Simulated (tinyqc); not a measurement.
Collinear exchange A + BC -> AB + C on a London-Eyring-Polanyi-Sato surface: saddle, string of images and rate. Changing the D(AB). Computed by tinyqc, a small Python program. Command: `OMP_NUM_THREADS=1 python tinyqc.py 3114340 3114341 out.jsonl leps sweep`. One thread of a shared host (Intel(R) Xeon(R) Processor @ 2.30GHz), about 0.5 s of CPU time with the checks.

x = r(AB), y = r(BC), r(AC) = x + y. V is counted from separated atoms, the barrier from A + BC, that is V + D(BC).

Inputs (values chosen for the exercise, bond data loosely for abstraction of hydrogen from a Ge-H bond by a hydrogen atom; the barrier is not fitted):
```
quantity            value           unit
r0(AB)              0.742       angstrom
beta(AB)             1.94     1/angstrom
D(BC)                3.59             eV
r0(BC)               1.53       angstrom
beta(BC)             1.45     1/angstrom
D(AC)                3.68             eV
r0(AC)               1.53       angstrom
beta(AC)             1.45     1/angstrom
Sato parameter S    0.069              -
mass of A           1.008              u
mass of B           1.008              u
mass of C            72.6              u
step of the string   0.01  angstrom^2/eV
```

Constants: nu for 1 eV/(angstrom^2 u) = 15.6333042 THz.

Method:
- For each pair, with u = exp(-beta (r - r0)): Q = D [(3 + S) u^2 - (2 + 6 S) u]/(4 (1 + S)), J = D [(1 + 3 S) u^2 - (6 + 2 S) u]/(4 (1 + S)); V = Q1 + Q2 + Q3 - sqrt(((J1 - J2)^2 + (J2 - J3)^2 + (J3 - J1)^2)/2).
- String of 9 images between the fixed ends (r0(AB) + 2, r0(BC)) and (r0(AB), r0(BC) + 2), started on the two straight legs through (r0(AB) + 0.3, r0(BC) + 0.3): each iteration moves the inner images by -step x gradient (central differences) and spaces them evenly again along the broken line (coordinates are kept between 0.2 and 8 angstrom); stop when no coordinate changes by more than 1e-5 angstrom, at most 400 iterations.
- From the highest inner image, z -> z - H^-1 g with gradient g and Hessian H by central differences, steps capped at 0.15 angstrom, 12 steps.
- Wilson matrix G = [[1/m_A + 1/m_B, -1/m_B], [-1/m_B, 1/m_B + 1/m_C]]; eigenvalues lambda of G H give nu = 15.6333042 THz x sqrt(|lambda|), the negative one being imaginary. Reactant: nu_BC from k = 2 D beta^2 and 1/m_B + 1/m_C. Skew angle: cos = sqrt(m_A m_C/((m_A + m_B)(m_B + m_C))).

One run for each value:
```
D(AB) (eV)  barrier (eV)  imaginary frequency (THz)  real frequency at the saddle (THz)
2.99               1.064                      50.62                               31.38
3.24               0.927                      57.75                               29.46
3.49               0.807                      62.61                               28.43
3.74               0.703                      65.16                               27.97
3.99               0.614                      65.69                               27.92
4.24               0.539                      64.59                               28.17
```

What does the table show, and why?

Over the rows, barrier (eV) falls from 1.06 to 0.539 (exponent d ln y / d ln x -1.7 between the first rows and -2.1 between the last); imaginary frequency (THz) goes from 50.6 through a maximum among these rows, 65.7 at 3.99, to 64.6; real frequency at the saddle (THz) goes from 31.4 through a minimum among these rows, 27.9 at 3.99, to 28.2. The barrier changes by -0.55 eV per eV of D(AB) between the first rows and -0.30 between the last; an Evans-Polanyi line would have one slope. Left out: 4.49 (the string and Newton steps reached no saddle at least 0.02 eV above both asymptotes).

Extremes, crossings and ranges named in words are read from the listed rows.
